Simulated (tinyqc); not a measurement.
Width of the well: quantum-confined Stark effect in a modulator well.

Envelopes on cells of 0.5 angstrom over the well |z| < L/2 and 45 angstrom of barrier on each side, psi = 0 beyond, psi'/m continuous (mean mass between points), c = hbar^2/2m0. The electron sees + e F z and the hole - e F z, each with its offset in the barriers; 1 kV/cm = 1e-5 eV/angstrom. Light holes, band mixing and escape by tunnelling are left out.

Exciton: in-plane function exp(-rho/lam), 1/mu = 1/me + 1/mp, E(lam) = c/(mu lam^2) - (q/eps) times the integral over k of Fm(k)(1 + (k lam/2)^2)^(-3/2), Fm(k) the double integral of psi_e^2 psi_h^2 exp(-k |z - z'|), q = e^2/(4 pi eps0); binding Eb = -E at the minimum. Line at Eg + E_e + E_h - Eb, strength proportional to overlap^2/lam^2.

Constants: hbar^2/2m0 = 3.80998211 eV angstrom^2; e^2/(4 pi eps0) = 14.39964547 eV angstrom; hc = 1239.841984 eV nm.

Values chosen for the exercise (near those of a Ge well in SiGe, direct gap; shifted at random, so the results belong to these values and not to a real crystal):
```
symbol  value                        unit      meaning
Vc      0.374                        eV        conduction offset
Vv      0.108                        eV        heavy-hole offset
me      0.0429                       m0        electron, well
meb     0.0566                       m0        electron, barrier
mh      0.207                        m0        heavy hole along z, well
mhb     0.238                        m0        heavy hole, barrier
Eg      0.853                        eV        gap of the well
mp      0.074                        m0        heavy hole in the plane
eps     15.3                                   dielectric constant
Ls      (56, 74, 92, 112, 136, 164)  angstrom  widths
F_L     38                           kV/cm     field for this table
```

Zero-field line, its shift at F_L and the relative strength.

Results:
```
L (angstrom)  line at F = 0 (nm)  Eb (meV)  shift (meV)  relative strength  shift x strength (meV)
56                        1268.8      4.60        -0.74              0.982                    0.72
74                        1321.0      4.43        -1.35              0.956                    1.29
92                        1354.9      4.28        -2.36              0.901                    2.12
112                       1380.1      4.12        -4.04              0.793                    3.20
164                       1415.0      3.76       -11.51              0.369                    4.25
```

Give the missing row, L (angstrom) = 136.

Computed row:
```
L (angstrom)  line at F = 0 (nm)  Eb (meV)  shift (meV)  relative strength  shift x strength (meV)
136                       1400.0      3.94        -6.94              0.604                    4.19
```

The shift grows with exponent 2.17 in L over the first two rows and 2.70 over the last two, against 4 for hard walls at second order; leakage lowers it in narrow wells and saturation in wide ones. The strength falls from 0.98 to 0.37, and the product of the two is largest at 164 angstrom, the widest listed.

Run: tinyqc, `OMP_NUM_THREADS=1 python tinyqc.py 1251043 1251044 out.jsonl`; Intel(R) Xeon(R) Processor @ 2.30GHz, one thread, shared host; about 0.2 s of CPU time with all checks.
